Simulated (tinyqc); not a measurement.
Inside a calculation. Method: coherent transport through a tight-binding region between two chains. Computed by tinyqc, a small Python program that keeps every step. Settings: temperature = 300, mu = 0.48. Command: `OMP_NUM_THREADS=1 python tinyqc.py 25291 25292 out.jsonl` (the two numbers bound the seeds that draw the settings). One thread of a shared host (Intel(R) Xeon(R) Processor @ 2.60GHz), about 0.07 s of CPU time with the checks.

## Transmission at E = 0 eV

H of the central region (eV), lower triangle:
```
,1,2,3,4,5
1,0.0000
2,-0.5200,1.2100
3,0.0000,-0.5200,1.2100
4,0.0000,0.0000,-0.5200,1.2100
5,0.0000,0.0000,0.0000,-0.5200,0.0000
```

Leads: semi-infinite chains with site energy 0:
```
parameter,value
lead hopping t (eV),2.700000
coupling to the left lead (eV),0.880000
coupling to the right lead (eV),0.980000
left contact site,1
right contact site,5
```

E = 0.0000 eV

Surface Green function g = (E - i sqrt(4 t^2 - E^2)) / (2 t^2); self-energy tc^2 g on each contact site; G = (E - H - Sigma)^(-1); Gamma = -2 Im Sigma; T = Gamma_L Gamma_R |G_LR|^2; local density of states -Im G_ii / pi.

g = 0.0000-0.3704i 1/eV

G (1/eV), lower triangle:
```
,1,2,3,4,5
1,1.6990-1.7653i
2,0.9494-0.9371i,-0.5169-0.5236i
3,0.5101-0.4153i,-0.2291-0.2813i,-1.0431-0.2394i
4,0.2376-0.0292i,-0.0161-0.1310i,-0.2751-0.2757i,-0.6240-0.5105i
5,0.0427+0.3473i,0.1916-0.0236i,0.4030-0.4021i,0.7463-0.9121i,1.3335-1.7204i
```

local density of states (1/eV): 0.5619  0.1667  0.0762  0.1625  0.5476

transmission = 0.0500

## Transmission across the band

The same steps on a grid of energies.

T(E):
```
E (eV),T
-5.130000,0
-4.617000,4.53e-11
-4.104000,2.01e-10
-3.591000,8.48e-10
-3.078000,3.85e-09
-2.565000,2.05e-08
-2.052000,1.41e-07
-1.539000,1.48e-06
-1.026000,3.30e-05
-0.513000,0.0032
0.000000,0.0500
0.513000,0.1952
1.026000,0.0471
1.539000,0.0719
2.052000,0.0826
2.565000,2.39e-05
3.078000,8.49e-07
3.591000,7.17e-08
4.104000,8.88e-09
4.617000,1.25e-09
5.130000,1.23e-10
```

levels of the isolated region (eV): -0.2486  -0.1928  0.6531  1.4028  2.0155

## Current

I = (2e/h) int T(E) [f(E - mu - V/2) - f(E - mu + V/2)] dE at 300 K with mu = 0.48 eV, the bias not changing H; 2e^2/h = 77.48092 microsiemens; the integral runs over the band on 4001 points.

Current:
```
V (volt),I (microampere)
0.0100,0.1290
0.0500,0.6551
0.1000,1.3756
0.2000,3.2807
0.4000,9.0601
0.8000,14.0001
```
